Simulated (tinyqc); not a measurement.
# Worked calculation: absorption edge of a degenerate semiconductor, band filling against gap narrowing

Program tinyqc, `OMP_NUM_THREADS=1 python tinyqc.py 2330043 2330044 out.jsonl`; Intel Xeon 2.30GHz, shared host, one thread, about 0.01 s. Printed values are rounded.

n-type, parabolic bands, full ionisation. eta = (EF - Ec)/kB T solves N = Nc F12(eta), F12(x) = (2/sqrt(pi)) int_0^infinity sqrt(u)/(1 + exp(u - x)) du. The gap shrinks rigidly by dEg = a3 y^(1/3) + a4 y^(1/4) + a2 y^(1/2), y = N/1e18 cm^-3, an empirical law that is here taken as the true narrowing.

Inputs (values chosen for the exercise); band and dielectric values close to those of indium phosphide:
- T = 400 K (temperature)
- Eg = 1.35 eV (band gap)
- Nc = 8.66e17 cm^-3 (conduction-band density of states at 400 K, from me)
- me = 0.0795 m0 (electron mass)
- mh = 0.608 m0 (hole mass)
- N = 3.5e19 cm^-3 (ionised donor density)
- a3 = 19 meV (coefficient of (N/1e18)^(1/3))
- a4 = 12.8 meV (coefficient of (N/1e18)^(1/4))
- a2 = 2.5 meV (coefficient of (N/1e18)^(1/2))

Constants: q = 1.602176634e-19 C, kB = 1.380649e-23 J/K, h = 6.62607015e-34 J s, c = 299792458 m/s, Vt = kB T/q. Results are converted to the units shown.

Range of the model: Band tails, non-parabolic bands and incomplete ionisation are left out.

## Iteration 1: Fermi level

eta at the start (Boltzmann value) = 3.6992

Newton step on ln F12(eta) = ln(N/Nc): eta(new) = eta - ln(Nc F12/N) F12/Fm, Fm(x) = dF12/dx = (1/sqrt(pi)) int_0^infinity u^(-1/2)/(1 + exp(u - x)) du.

F12 = 5.868178
Fm = 2.091275
eta after iteration 1 = 9.113921

## Course of the iteration

Stop when eta changes by less than 1e-9.

Course of the iteration:
```
iteration       eta    change
1          9.113921      5.41
2          13.17048      4.06
3          14.14391     0.973
4          14.18003    0.0361
5          14.18008   4.54e-5
6          14.18008  7.14e-11
```

Converged in 6 iterations.

## The optical edge

converged eta = 14.18008

Vertical transitions need an empty final state: the edge is taken where the state lies 4 kB T below EF, E_opt = Eg - dEg + (1 + me/mh) max(eta - 4, 0) kB T; wavelength h c/(q E_opt).

dEg = 108.0739 meV
EF - Ec = 488.7778 meV
filling shift = 396.7830 meV
E_opt = 1.638709 eV
wavelength = 756.5967 nm

The edge lies 289 meV above the undoped gap: filling outweighs narrowing.
